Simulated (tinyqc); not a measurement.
# One-sided p+-n junction, ionisation integral and breakdown, step by step

Numbers from tinyqc (`OMP_NUM_THREADS=1 python tinyqc.py 2120024 2120025 out.jsonl`; about 0.06 s on one thread of a shared Intel Xeon 2.30GHz). Printed values are rounded.

A p+ layer at x < 0 and an n drift layer from x = 0. Depletion approximation, built-in voltage neglected. Local ionisation coefficients alpha_n = an exp(-(bn/E)^mx), alpha_p = ap exp(-(bp/E)^mx). Electrons move towards +x, holes towards x = 0.

Values chosen for this exercise; material values close to those of gallium nitride:

| symbol | value | unit | meaning |
|---|---|---|---|
| eps_r | 9.47 |  | relative permittivity |
| an | 2.81e8 | 1/cm | prefactor of the electron ionisation coefficient |
| bn | 3.42e7 | V/cm | field constant for electrons |
| ap | 1.26e8 | 1/cm | prefactor of the hole ionisation coefficient |
| bp | 1.96e7 | V/cm | field constant for holes |
| mx | 1 |  | exponent |
| N | 2.4e16 | cm^-3 | donor density of the drift layer |
| V | 727 | V | reverse voltage |
| fr | 0.6 |  | share of the depleted width that the grid covers |

Constants: q = 1.602176634e-19 C, eps0 = 8.8541878128e-14 F/cm where lengths are in cm. Results are converted to the units shown.

## Field and ionisation coefficients on a grid

W = sqrt(2 eps0 eps_r V/(q N)), peak field E0 = q N W/(eps0 eps_r), falling linearly to 0 at W. Grid: 10 equal steps from 0 to fr W.

W = 5.630808 um

```
point,x (um),E (kV/cm),alpha_n (1/cm),alpha_p (1/cm)
0,0.000000,2582.223,497.4329,63667.65
1,0.337848,2427.289,213.5932,39219.95
2,0.675697,2272.356,81.72872,22615.32
3,1.013545,2117.422,27.17106,12031.16
4,1.351394,1962.489,7.591408,5793.408
5,1.689242,1807.556,1.704526,2461.239
6,2.027091,1652.622,0.2892347,890.5633
7,2.364939,1497.689,0.03400271,261.1158
8,2.702788,1342.756,0.002439057,57.68201
9,3.040636,1187.822,8.798725e-5,8.593522
10,3.378485,1032.889,1.171593e-6,0.7231715
```

## Ionisation integrals by the trapezoid rule

G(x) = integral from 0 to x of (alpha_n - alpha_p); I_n = integral of alpha_n exp(-G) (electrons injected at x = 0), I_p = integral of alpha_p exp(G(end) - G) (holes injected at the far edge); M = 1/(1 - I). All integrals by the trapezoid rule on the grid.

```
point,G,alpha_n exp(-G) (1/cm)
0,0.000000,497.433
1,-1.726010,1200.008
2,-2.765569,1298.512
3,-3.348993,773.670
4,-3.649506,291.932
5,-3.788789,75.345
6,-3.845376,13.529
7,-3.864825,1.622
8,-3.870210,0.117
9,-3.871329,0.004
10,-3.871487,0.000
```

I_n = 0.1318777
I_p = 0.9449730
M_n = 1.151911
M_p = 18.17290

A grid of 1500 steps over the whole width gives I_n = 0.1286 and I_p = 0.9803; the coarse I_n is 2.5 % above and the coarse I_p 3.6 % below those values. Holes multiply more: on this coarse grid M - 1 is 113 times as large for them.

## Breakdown voltage by secant steps

G(x) = integral from 0 to x of (alpha_n - alpha_p); I_n = integral of alpha_n exp(-G) (electrons injected at x = 0), I_p = integral of alpha_p exp(G(end) - G) (holes injected at the far edge); M = 1/(1 - I). Secant steps on ln I_n(V) = 0 with the integrals on a fine grid (1500 steps), from the points V = 647 and 755 V; stop when the step is below 1e-7 of V.

Course of the iteration:
```
step,V (V),I_n,change of V (V)
1,755,0.2755563,53.2
2,808.1537,1.461491,-12.1
3,796.0647,0.9720783,0.840
4,796.9043,0.9994326,0.0172
5,796.9214,1.000001,-2.64e-5
```

Breakdown at 796.92 V, with a peak field of 2704 kV/cm and W = 5.895 um. The integral for holes reaches 1 at the same voltage.
